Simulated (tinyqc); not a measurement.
Screening the field: polar nitride quantum well with polarisation fields.

Envelope functions on cells of 0.25 angstrom over barrier, well, barrier (widths Lb, Lw, Lb), psi = 0 beyond, psi'/m continuous (mean mass between points), c = hbar^2/2m0. With u(z) the integral of e F (F_w in the well, F_b = -F_w Lw/Lb in the barriers, 1 MV/cm = 0.01 V/angstrom), zero at the centre of the well, the electron sees u plus Vc in the barriers and the hole -u plus Vv. The transition is Eg + E_e + E_h; excitons are left out.

Constants: hbar^2/2m0 = 3.80998211 eV angstrom^2; hc = 1239.841984 eV nm.

Parameters, chosen for this exercise (near those of a GaN well in AlGaN; not measured data):

| symbol | value | unit | meaning |
|---|---|---|---|
| Lw | 12 | angstrom | well width |
| Lb | 75 | angstrom | barrier width |
| Eg | 3.44 | eV | gap of the well |
| Vc | 0.661 | eV | conduction offset |
| Vv | 0.311 | eV | valence offset |
| me | 0.2 | m0 | electron, well |
| meb | 0.25 | m0 | electron, barrier |
| mh | 1.89 | m0 | hole, everywhere |

F_w = -2.4707 MV/cm

Carriers or a semipolar orientation reduce the field; here it is simply scaled in well and barrier.

Results:

| share of the field | F_w (MV/cm) | E (eV) | nm | overlap^2 | separation (angstrom) |
|---|---|---|---|---|---|
| 1.0 | -2.471 | 3.7697 | 328.9 | 0.70 | 4.4 |
| 0.6 | -1.482 | 3.7979 | 326.5 | 0.82 | 2.8 |
| 0.4 | -0.988 | 3.8072 | 325.7 | 0.86 | 1.9 |
| 0.2 | -0.494 | 3.8128 | 325.2 | 0.89 | 0.9 |
| 0.0 | 0.000 | 3.8147 | 325.0 | 0.90 | 0.0 |

Give the missing row, share of the field = 0.8.

Computed row:
```
share of the field  F_w (MV/cm)  E (eV)     nm  overlap^2  separation (angstrom)
0.8                      -1.977  3.7854  327.5       0.76                    3.6
```

Full screening shifts the line by -3.9 nm (+45 meV). The first fifth of the screening gives 16 meV and the last fifth 2 meV; a purely quadratic shift would give a ratio of 9, a linear one 1, and here it is 8.3.

Program tinyqc; command `OMP_NUM_THREADS=1 python tinyqc.py 1250179 1250180 out.jsonl`; about 0.03 s on one thread of a shared Intel(R) Xeon(R) Processor @ 2.30GHz.
